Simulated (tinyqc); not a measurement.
Choice of the trial bonds: Wannier functions of a composite (isolated) pair of valence bands (bonds of an sp chain).

Each atom has a hybrid pointing left (<) and right (>). H(k): diagonal +V3 on A, -V3 on B; <A<|A>> = -V1a, <B<|B>> = -V1b, <A>|B<> = -V2, <B>|A<> = -V2p exp(ik); k in 1/a, Bloch sums with exp(ikR). The two lowest bands are filled. Trial functions in cell 0: g1 = cos(c) A> + sin(c) B<, and g2 = sin(c) B> + cos(c) A< of cell 1, whose Bloch vector has cos(c) exp(-ik) on A<. Projection A_mn = <psi_m|g_n>, S = A^+ A, Loewdin U = A S^(-1/2), Bloch-like states w_n = sum_m psi_m U_mn, H_W(k) = U^+ diag(E) U. P = sum_m |psi_m><psi_m| is free of phase choices, and S = g^+ P g, w = P g S^(-1/2).

Parameters, chosen for this exercise:

| symbol | value | unit | meaning |
|---|---|---|---|
| V2 | 3.73 | eV | coupling in the bond A-B inside the cell |
| V2p | 2.68 | eV | coupling in the bond to the next cell |
| V1a | 1.78 | eV | coupling of the two hybrids on A |
| V1b | 1.39 | eV | the same on B |
| V3 | 0 | eV | A at +V3, B at -V3 |
| xb | 0.54 | a | position of B (A at 0) |

N = 12; centres and spreads in real space with point-like hybrids at R and R + xb; smallest eigenvalue of S over the mesh.

Trial angle:

| c (deg) | smallest S | centre 1 (a) | centre 2 (a) | sum of centres | total spread (a^2) | H_12(R = 0), mean over k (eV) |
|---|---|---|---|---|---|---|
| 15 | 0.532 | 0.2665 | 0.7735 | 1.0400 | 0.1477 | -0.6957 |
| 30 | 0.777 | 0.2665 | 0.7735 | 1.0400 | 0.1467 | -0.6804 |
| 45 | 0.934 | 0.2665 | 0.7735 | 1.0400 | 0.1464 | -0.6666 |
| 55 | 0.845 | 0.2665 | 0.7735 | 1.0400 | 0.1466 | -0.6571 |
| 65 | 0.701 | 0.2665 | 0.7735 | 1.0400 | 0.1470 | -0.6469 |
| 75 | 0.532 | 0.2665 | 0.7735 | 1.0400 | 0.1479 | -0.6349 |
| 85 | 0.360 | 0.2665 | 0.7735 | 1.0400 | 0.1495 | -0.6198 |

How do the results move, and what explains it?

The sum of the centres stays at 1.0400 a within 0.0000: it gives the electronic polarisation, modulo a, and is fixed by the filled space. Single centres move by less than 0.0001 a here and H_12(0), a matter of gauge, moves by 76 meV. The total spread runs only from 0.1464 to 0.1495 a^2, so the orthogonalisation repairs even poor trials; the projection is best at c = 45 degrees among these rows, and the two bonds, isolated, have c = 45 and 45.

Program tinyqc; command `OMP_NUM_THREADS=1 python tinyqc.py 1452885 1452886 out.jsonl`; about 0.3 s on one thread of a shared Intel(R) Xeon(R) Processor @ 2.30GHz.
